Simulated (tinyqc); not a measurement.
Raman line shape of confined optical phonons and breathing modes of small crystals. From one set of inputs to another, one input at a time. Computed by tinyqc, a small Python program. Command: `OMP_NUM_THREADS=1 python tinyqc.py 3005781 3005782 out.jsonl confine ladder`. One thread of a shared host (Intel(R) Xeon(R) Processor @ 2.30GHz), about 0.04 s of CPU time with the checks.

Confinement in 1 direction(s) lets phonons with q away from zero scatter light. q is in units of 2 pi/a, from 0 to 1, and the branch is isotropic: omega(q)^2 = (omega_0^2 + omega_X^2)/2 + ((omega_0^2 - omega_X^2)/2) cos(pi q). The model and its constant beta are phenomenological; beta = 8 is the common choice.

The inputs printed are set A. Set A is modelled on germanium; the values taken over come from a set modelled on silicon. Inputs not listed in the table keep their values of set A, so the rows need not describe a real material.

Inputs (values chosen for the exercise, modelled on germanium):
```
quantity                                value      unit
bulk frequency omega_0                  300.9      1/cm
frequency at the zone boundary omega_X    249      1/cm
natural width Gamma_0                     2.7      1/cm
lattice constant a                      5.658  angstrom
size L                                    6.5        nm
confinement constant beta                   8         -
longitudinal velocity                    5160       m/s
transverse velocity                      3220       m/s
```

Shape: film.

Constants: c = 299792458 m/s.

Method:
- Weight W(q) = q^0 exp(-(2 L q/a)^2/(2 beta)) dq, that is exp(-k^2 L^2/(2 beta pi^2)) for k = 2 pi q/a.
- I(omega) = int W(q) / [(omega - omega(q))^2 + (Gamma_0/2)^2] dq / int W dq x (Gamma_0/2)^2, by 400 Gauss-Legendre points on 0 < q < min(1, 2.5 a sqrt(2 beta)/L).
- The peak is the maximum of I; the width is taken between the half-maximum points, and the asymmetry is the low-side half-width over the high-side one.
- The lowest longitudinal standing wave has half a wavelength across the film: f = v_L/(2 L); the lowest shear one f = v_T/(2 L).

Each row keeps all changes above it:
```
input moved                   from    to  peak shift (1/cm)  asymmetry  breathing wavenumber (1/cm)
set A                            -     -           -0.52596     1.6320                       13.240
transverse velocity (m/s)     3220  5360           -0.52596     1.6320                       13.240
size L (nm)                    6.5    14           -0.26213     1.1194                        6.147
longitudinal velocity (m/s)   5160  8870           -0.26213     1.1194                       10.567
natural width Gamma_0 (1/cm)   2.7     3           -0.27240     1.1020                       10.567
```

Peak shift goes from -0.526 to -0.272, +0.254 in all. The largest single move comes from size L (+0.264). Asymmetry goes from 1.63 to 1.10, a factor 0.675 in all. The largest single move comes from size L (a factor 0.686). Breathing wavenumber goes from 13.2 to 10.6, a factor 0.798 in all. The largest single move comes from size L (a factor 0.464), and longitudinal velocity works against it (a factor 1.72). The single moves hold for this order of the switches; the total does not depend on the order.

Extremes, crossings and ranges named in words are read from the listed rows.
